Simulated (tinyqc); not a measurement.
Band folding and unfolding in a supercell of a chain: one step. Moments of the spectral function.

A chain with hopping -t and n = 3 sites a supercell. H(K) has v_j on the diagonal, -t between neighbours and -t exp(2 pi i K) on the bond that closes the cell (from the last site to the first of the next cell). The point K holds the n wave vectors k_m = (K + m)/n of the primitive zone, in 2 pi/a, m = 0 to n - 1, with E0 = -2t cos(2 pi k_m). The unfolding weight of a state c on k_m is |sum_j c_j exp(-2 pi i k_m j)|^2/n, j = 0 to n - 1.

levels (eV): [-0.809264, -0.185254, 1.714518]

weights, rows m=0, m=1, m=2; columns level 1, level 2, level 3:
$$\begin{pmatrix}
0.86406 & 0.12357 & 0.01237 \\
0.00303 & 0.02757 & 0.96940 \\
0.13291 & 0.84886 & 0.01823
\end{pmatrix}$$

Question. For each k_m: mean sum_i W E_i and variance sum_i W E_i^2 less the mean squared. The mean must be E0 plus the average of v, and the variance that of v.

Give: Moments.

Answer.

Moments:
```
m  mean (eV)  variance (eV^2)
0     -0.701            0.115
1      1.654            0.115
2     -0.234            0.115
```

The average of v is 0.2400 eV and its variance 0.1152 eV^2: the virtual crystal gives the mean, and the variance is the spread of weight over several levels that it leaves out.

Program tinyqc; command `OMP_NUM_THREADS=1 python tinyqc.py 1450701 1450702 out.jsonl`; about 0.01 s on one thread of a shared Intel(R) Xeon(R) Processor @ 2.30GHz.
